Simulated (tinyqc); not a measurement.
What each parameter does: polytypes by hexagonality, and a cubic inclusion as a quantum well.

Gap: E3 + (E2 - E3) h. Valence top Ev2 h and polarisation P2 h, both counted from 3C; Ec = Ev + gap.

A cubic inclusion of width L = N d in the host (h = 1) is a well of depth V = Ec(host) - Ec(3C). Square well with mass mismatch: k tan(k L/2) = (m_w/m_b) q, k = sqrt(m_w E/c), q = sqrt(m_b (V - E)/c), c = hbar^2/2m0, lowest root. The depth of the level, V - E, is its binding, and the transition to the valence top of the host is gap(host) - (V - E). The step in polarisation gives a field |F| = |P|/(eps eps0) in a thin inclusion, eps0 = 8.8541878e-12 F/m.

Constants: hbar^2/2m0 = 3.80998211 eV angstrom^2.

Parameters, chosen for this exercise (of the order of those of InAs; shifted at random, so the results belong to these values and not to a real crystal):
- E3 = 0.412 eV (gap of the cubic polytype)
- E2 = 0.461 eV (gap of 2H)
- Ev2 = 0.039 eV (valence top of 2H above that of 3C)
- P2 = 0.0019 C/m^2 (spontaneous polarisation of 2H)
- m = (0.027, 0.024) m0 (electron mass along c in the cubic layer and in the host)
- d = 3.504 angstrom (thickness of a double layer)
- eps = 14.9 (dielectric constant)
- N = 9 (double layers in the cubic inclusion)

Well depth, depth of the level, transition without the field and field.

One parameter was then changed.

Results before and after:

| case | V (eV) | depth (eV) | transition (eV) | \|F\| (MV/cm) |
|---|---|---|---|---|
| base | 0.0880 | 0.0104 | 0.4506 | 0.144 |
| changed | 0.0880 | 0.0104 | 0.4506 | 0.135 |

Which of these changes was made? (a) N = 10; (b) E3 = 0.392 eV; (c) P2 = 0.0025 C/m^2; (d) eps = 15.9; (e) Ev2 = 0.069 eV; (f) m = (0.032, 0.024) m0; (g) E2 = 0.491 eV.

Answer: (d) eps = 15.9. Of the candidates, run in turn, only this one gives the changed row.

All candidates:

| case | V (eV) | depth (eV) | transition (eV) | \|F\| (MV/cm) |
|---|---|---|---|---|
| base | 0.0880 | 0.0104 | 0.4506 | 0.144 |
| N = 10 | 0.0880 | 0.0124 | 0.4486 | 0.144 |
| Ev2 = 0.069 eV | 0.1180 | 0.0178 | 0.4432 | 0.144 |
| E3 = 0.392 eV | 0.1080 | 0.0151 | 0.4459 | 0.144 |
| E2 = 0.491 eV | 0.1180 | 0.0178 | 0.4732 | 0.144 |
| P2 = 0.0025 C/m^2 | 0.0880 | 0.0104 | 0.4506 | 0.189 |
| eps = 15.9 | 0.0880 | 0.0104 | 0.4506 | 0.135 |
| m = (0.032, 0.024) m0 | 0.0880 | 0.0105 | 0.4505 | 0.144 |

tinyqc: `OMP_NUM_THREADS=1 python tinyqc.py 1850945 1850946 out.jsonl`; about 0.08 s, one thread, shared Intel(R) Xeon(R) Processor @ 2.30GHz.
